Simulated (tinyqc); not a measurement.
Holstein polaron on two sites. Changing the hopping t. Computed by tinyqc, a small Python program. Command: `OMP_NUM_THREADS=1 python tinyqc.py 3007915 3007916 out.jsonl holstein sweep`. One thread of a shared host (Intel(R) Xeon(R) Processor @ 2.30GHz), about 0.02 s of CPU time with the checks.

One electron on sites 1 and 2: H = -t (c1+ c2 + c2+ c1) + hbar omega sum_i b_i+ b_i - g hbar omega sum_i n_i (b_i + b_i+). The symmetric phonon shifts the energy by -g^2 hbar omega/2 and drops out; with b = (b_1 - b_2)/sqrt(2) there remains H = -t sigma_x + hbar omega b+ b - (g hbar omega/sqrt(2)) sigma_z (b + b+). Parity splits it into blocks p = +1 and -1 over phonon numbers n. Zero-point energies are left out. Weights Z refer to mode b alone; the displaced symmetric mode multiplies the full zero-phonon weight by exp(-g^2/2).

Inputs (values chosen for the exercise, for a model dimer): phonon energy hbar omega = 115 meV; coupling g = 0.535.

Method. Block p: H_nn = n hbar omega - p t (-1)^n - g^2 hbar omega/2, H_(n,n+1) = -(g hbar omega/sqrt(2)) sqrt(n + 1). Use 60 levels in both blocks; Z = c_0^2 is the weight of n = 0 in the ground state c; the splitting is the lowest odd level less the lowest even one, which without coupling is the smaller of 2t and hbar omega; <sigma_x> = sum (-1)^n c_n^2 measures the kinetic energy.

One run for each value:

| hopping t (meV) | splitting/(2t) | weight Z of n = 0 in mode b | <sigma_x> | mean phonon number in b |
|---|---|---|---|---|
| 5.8 | 0.74987 | 0.88506 | 0.78556 | 0.12337 |
| 11.0 | 0.74667 | 0.89885 | 0.81135 | 0.10859 |
| 20.0 | 0.73631 | 0.91792 | 0.84700 | 0.08811 |
| 39.0 | 0.69342 | 0.94464 | 0.89688 | 0.05942 |
| 73.0 | 0.56406 | 0.96886 | 0.94203 | 0.03340 |
| 140.0 | 0.35723 | 0.98633 | 0.97454 | 0.01465 |
| 260.0 | 0.20654 | 0.99476 | 0.99024 | 0.00561 |
| 490.0 | 0.11333 | 0.99826 | 0.99676 | 0.00186 |
| 920.0 | 0.06137 | 0.99946 | 0.99899 | 0.00058 |

Over the rows, splitting/(2t) falls from 0.750 to 0.0614 (exponent d ln y / d ln x -0.0067 between the first rows and -0.97 between the last); weight Z of n = 0 in mode b rises from 0.885 to 0.999 (exponent d ln y / d ln x 0.024 between the first rows and 0.0019 between the last); <sigma_x> rises from 0.786 to 0.999 (exponent d ln y / d ln x 0.050 between the first rows and 0.0036 between the last). For t much below hbar omega the ratio tends to exp(-g^2) = 0.751; the first row has 0.750.

Caution (rows 73.0, 140, 260, 490, 920): with hbar omega below 2t the lowest odd level starts as a one-phonon state, so the splitting here is a softened phonon and not a narrowed hopping.

Extremes, crossings and ranges named in words are read from the listed rows.
